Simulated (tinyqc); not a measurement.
Five-level k.p model folded onto the conduction band, step by step. Values are carried at full precision from step to step, so a last printed digit may differ when a step is redone from the rounded ones.

Second-order sums for the lowest conduction level at E: 1/m = 1 + Cm + (Ep/3)(2/E + 1/(E + Dso)) - (Ep2/3)(2/(E7 + D2 - E) + 1/(E7 - E)); g/2 = 1 + Cg - (Ep/3)(1/E - 1/(E + Dso)) - (Ep2/3)(1/(E7 - E) - 1/(E7 + D2 - E)). E is counted from the top of the valence band; E = Eg at the edge.

Constants: hbar^2/2m0 = 3.80998211 eV angstrom^2.

Parameters, chosen for this exercise (near those of InP; shifted at random, so the results belong to these values and not to a real crystal):
- Eg = 1.441 eV (gap at Gamma to the s-like level)
- Dso = 0.11 eV (spin-orbit splitting)
- Ep = 20.9 eV (Kane energy)
- E7 = 4.58 eV (upper Gamma7 conduction level, from the valence top)
- D2 = 0.07 eV (its spin-orbit splitting, Gamma8 above Gamma7)
- Ep2 = 4.2 eV (Kane energy to the upper levels)
- Cm = -1 (remote term in 1/m)
- Cg = -0.02 (remote term in g/2)
- k = 0.071 1/angstrom (wave vector along z)

## Mass and g factor term by term

Evaluate at E = Eg.

Terms:
```
level           part of 1/m  part of g
free + remote        0.0000     1.9600
Gamma8 valence       9.6692    -9.6692
Gamma7 valence       4.4917     8.9835
Gamma8 upper        -0.8725     0.8725
Gamma7 upper        -0.4460    -0.8920
```

m = 0.0779 m0
g = 1.255

The valence levels give 14.16 to 1/m and the upper levels take 1.32 away. In g the two valence terms nearly cancel when Dso is small against Eg; here Dso/Eg = 0.08 and they leave -0.686, the upper pair -0.019.

## The matrix at one k

For k along z and one spin sector the level c couples to four states. With c0 = hbar^2/2m0, P = sqrt(Ep c0), P2 = sqrt(Ep2 c0): diagonal Eg + (1 + Cm) c0 k^2 for c, and 0, -Dso, E7 + D2, E7 for lh, so, G8 up, G7 up (their own dispersion is left out); couplings of c: sqrt(2/3) P k to lh, sqrt(1/3) P k to so, sqrt(2/3) P2 k to G8 up, sqrt(1/3) P2 k to G7 up (phases chosen real).

Fill in the matrix.

H (eV), rows c, lh, so, G8 up, G7 up and columns alike:
```
[[1.44100, 0.51731, 0.36579, 0.23190, 0.16398],
 [0.51731, 0, 0, 0, 0],
 [0.36579, 0, -0.11000, 0, 0],
 [0.23190, 0, 0, 4.65000, 0],
 [0.16398, 0, 0, 0, 4.58000]]
```

## Exact folding onto c

Solve E = H_cc + S(E), S(E) = sum_j H_cj^2/(E - H_jj), from E = H_cc, by plain substitution and by Newton steps on E - H_cc - S(E). The weight of c in the state is Z = 1/(1 - dS/dE). The exact level is the third eigenvalue of H from below.

Iterates (eV):
```
step  substitution   Newton
0          1.44100  1.44100
1          1.68765  1.64785
2          1.64655  1.65183
3          1.65263  1.65183
4          1.65171  1.65183
5          1.65185  1.65183
6          1.65183  1.65183
7          1.65183  1.65183
```

exact level = 1.65183 eV
Z = 0.8693

Substitution multiplies the error by about dS/dE = 1 - 1/Z = -0.150 a step, so it alternates; after 7 steps it is off by 4.1e-07 eV, while Newton is within 1e-5 eV from step 2 on.

## Loewdin series

Expanding E = H_cc + S(E) about Eg in powers of k^2, with s_n = sum_j H_cj^2/(Eg - H_jj)^n: order k^2: e2 = (1 + Cm) c0 k^2 + s1; order k^4: e4 = -s2 e2; order k^6: e6 = s3 e2^2 + s2^2 e2.

Give each order and the partial sums, counted from Eg.

s1 (eV), s2 (no unit), s3 (1/eV); (1 + Cm) c0 k^2 is H_cc - Eg: [0.24665, 0.19245, 0.12280]

e2, e4, e6 (eV): [0.24665, -0.04747, 0.01661]

partial sums (eV): [0.24665, 0.19918, 0.21579]

The exact value is 0.21083 eV; the errors of the partial sums are +35.82, -11.65 and +4.96 meV.

## Checks

- Curvature of the exact level at small k against the sum for 1/m: both 12.842.

tinyqc: `OMP_NUM_THREADS=1 python tinyqc.py 1080965 1080966 out.jsonl`; about 0.01 s, one thread, shared Intel(R) Xeon(R) Processor @ 2.30GHz.
